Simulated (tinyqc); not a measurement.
# Worked calculation: a spin-degenerate level with charging energy between two leads, rate equations

Computed by the program tinyqc: `OMP_NUM_THREADS=1 python tinyqc.py 2780102 2780103 out.jsonl`, one thread of a shared Intel Xeon 2.30GHz, about 0.01 s for the whole run. Printed values are rounded.

States 0, up, down and 2 with energies 0, e1 - Ez/2, e1 + Ez/2 and 2 e1 + U. mu_L = +V/2, mu_R = -V/2 (meV), f(x) = 1/(1 + exp(x/kB T)). A transition that adds one electron of given spin at the energy E has the rate G f(E - mu) from each lead, and its reverse G [1 - f(E - mu)]. I counts electrons leaving the left lead, times q.

Parameters, values chosen for the exercise:

| symbol | value | unit | meaning |
|---|---|---|---|
| U | 8 | meV | charging energy of the second electron |
| e1 | -2.39 | meV | level |
| GL | 0.17 | 1/ns | tunnel rate to the left lead |
| GR | 0.44 | 1/ns | tunnel rate to the right lead |
| T | 4.3 | K | temperature |
| V | 3.1 | mV | bias |
| Ez | 1.6 | meV | Zeeman splitting |

Constants: q = 1.602176634e-19 C, kB = 1.380649e-23 J/K, Vt = kB T/q. Results are converted to the units shown.

Range of the model: Rate equations need hbar G well below kB T; cotunnelling and the Kondo effect are left out.

## Transition energies and Fermi factors

Transition energies: 0-up e1 - Ez/2, 0-down e1 + Ez/2, up-2 e1 + U + Ez/2, down-2 e1 + U - Ez/2.

```
transition   E (meV)        fL        fR
0-up        -3.19000  0.999997  0.988178
0-down      -1.59000  0.999791  0.526961
up-2         6.41000  0.000002  0.000000
down-2       4.81000  0.000151  0.000000
```

## Rate matrix

dp/dt = W p; W_ji is the rate from state i to j, and each column sums to zero.

W (1/ns):
```
             0        up      down         2
0     -1.00663   0.00520   0.20817   0.00000
up     0.60480  -0.00520   0.00000   0.61000
down   0.40183   0.00000  -0.20820   0.60997
2      0.00000   0.00000   0.00003  -1.21997
```

## Steady state and current

Steady state: W p = 0 with sum p = 1. I = q GL sum over transitions i-j of [fL p_i - (1 - fL) p_j].

p: 0 0.008390, up 0.975415, down 0.016194, 2 0.000001
mean number of electrons = 0.991611
I = 0.456902 pA

In units of q GL GR/(GL + GR) = 19.6 pA the current is 0.0233; two independent spin channels fully inside the bias window would give 2.
